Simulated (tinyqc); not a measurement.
p-n junction with a stepped n side, non-linear Poisson equation by Newton steps: starts and damping rules compared.

One dimension, p side on the left, n side on the right; net doping C = -Na for x < 0, +N1 for 0 < x < L1 and +Nd beyond. The potential psi is counted from the intrinsic level, and the quasi-Fermi potentials are flat: 0 for holes and -V for electrons, so n = ni exp((psi + V)/Vt) and p = ni exp(-psi/Vt) (Boltzmann statistics, full ionisation, no current). Under reverse bias this makes the minority densities vanishingly small everywhere; they play no part in the charge.

a_i = eps0 eps_r/h_i for the interval from node i to i + 1, with h_i = x_(i+1) - x_i in cm.

n_i = ni exp((psi_i + V)/Vt), p_i = ni exp(-psi_i/Vt), rho_i = p_i - n_i + C_i, g_i = (n_i + p_i)/Vt. Box widths w_i = (h_(i-1) + h_i)/2 in cm. Residual F_i = a_i (psi_(i+1) - psi_i) - a_(i-1) (psi_i - psi_(i-1)) + q rho_i w_i; Jacobian: a_(i-1) and a_i beside the diagonal, b_i = -a_(i-1) - a_i - q g_i w_i on it. The two end nodes are fixed.

Iterations until the largest undamped |d| is below 1e-9 V (the last, tiny step is counted), with a cap of 100; "overflow" would mean that an exponential left the range of double precision. Starts:
- neutral: psi_p = -Vt ln(Na/ni) on nodes with x < 0 and psi_n = Vt ln(Nd/ni) - V on the others.
- depletion: The parabolas of an abrupt Na-Nd junction in the depletion approximation: psi_p + q Na (x + xp)^2/(2 eps0 eps_r) for -xp < x < 0, psi_n - q Nd (xn - x)^2/(2 eps0 eps_r) for 0 < x < xn, flat outside, with W = sqrt(2 eps0 eps_r (psi_n - psi_p)(1/Na + 1/Nd)/q), xp = W Nd/(Na + Nd), xn = W Na/(Na + Nd), psi_p = -Vt ln(Na/ni), psi_n = Vt ln(Nd/ni) - V.
- linear: A straight line in x from psi_p = -Vt ln(Na/ni) at the first node to psi_n = Vt ln(Nd/ni) - V at the last.

Rules for the step d, which solves the tridiagonal system a_(i-1) d_(i-1) + b_i d_i + a_i d_(i+1) = -F_i:
- full Newton steps: the full step is added.
- logarithmic damping: each component d is damped to sign(d) Vt ln(1 + |d|/Vt) before it is added.
- steps capped at 4 Vt: if the largest |d| exceeds 4 Vt, the whole step is scaled down so that it equals 4 Vt.
- halved steps: half of the step is added while the largest |d| exceeds 1.5 Vt, the full step after that.

Inputs (values chosen for the exercise); band and dielectric values those of a made-up semiconductor: temperature T = 300 K; band gap Eg = 4.12 eV; relative permittivity eps_r = 11.1; conduction-band density of states at T Nc = 1.91e19 cm^-3; valence-band density of states at T Nv = 1.92e19 cm^-3; acceptor density of the p side Na = 1.6e16 cm^-3; donor density of the n side Nd = 2.9e16 cm^-3; bias of the p side against the n side V = -0.8 V; width of the first n layer L1 = 68 nm; donor density of the first n layer N1 = 1.4e17 cm^-3.

Constants: q = 1.602176634e-19 C, kB = 1.380649e-23 J/K, Vt = kB T/q, eps0 = 8.8541878128e-14 F/cm where lengths are in cm. Results are converted to the units shown.

```
node  x (nm)  net doping C (cm^-3)
0      -1870               -1.6e16
1       -992               -1.6e16
2       -512               -1.6e16
3       -247               -1.6e16
4       -102               -1.6e16
5        -22               -1.6e16
6         22                1.4e17
7       69.7                2.9e16
8        121                2.9e16
9        177                2.9e16
10       238                2.9e16
11       303                2.9e16
12       374                2.9e16
13       451                2.9e16
14       535                2.9e16
15       625                2.9e16
```

ni = 4.73904e-16 cm^-3

Iterations needed:
```
           full Newton steps  logarithmic damping  steps capped at 4 Vt  halved steps
neutral                   11                   43                    38            13
depletion                 17                   20                    14             9
linear              over 100                   36                    34      over 100
```

The fewest iterations, 9, are needed by halved steps from the depletion start. No result within 100 iterations: full Newton steps from the linear start; halved steps from the linear start. Lowest count for the worst start: steps capped at 4 Vt, at most 38 iterations.

Computed by the program tinyqc: `OMP_NUM_THREADS=1 python tinyqc.py 2000133 2000134 out.jsonl`, one thread of a shared Intel Xeon 2.30GHz, about 0.08 s for the whole run.
